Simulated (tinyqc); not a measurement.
From results back to parameters: two electrons on one impurity (helium-like model). Three cases, with inputs chosen for the exercise.

Problem. With equal orbitals the first electron is bound by Ha* Z^2/2 and the second by Ha* [(Z - 5/16)^2 - Z^2/2]. Both were computed from hidden Z and Ha*.

Find: (Z - 5/16)/Z; Z; Ha*.

Method. The sum of the two over twice the first is ((Z - 5/16)/Z)^2.

Case 1.

binding of the first and second electron (meV): 21.9117  9.2868

Solution.

(Z - 5/16)/Z = 0.8438
Z = 2.00
Ha* = 11.0 meV

Case 2.

binding of the first and second electron (meV): 21.6627  7.1983

Solution.

(Z - 5/16)/Z = 0.8162
Z = 1.70
Ha* = 15.0 meV

Case 3.

binding of the first and second electron (meV): 125.8475  53.3377

Solution.

(Z - 5/16)/Z = 0.8438
Z = 2.00
Ha* = 62.9 meV

Computed by tinyqc, one run a case: `OMP_NUM_THREADS=1 python tinyqc.py N N+1 out.jsonl` with N = 1282232, 1282238, 1282443; one thread of a shared Intel(R) Xeon(R) Processor @ 2.30GHz, about 0.05 s a run at most.
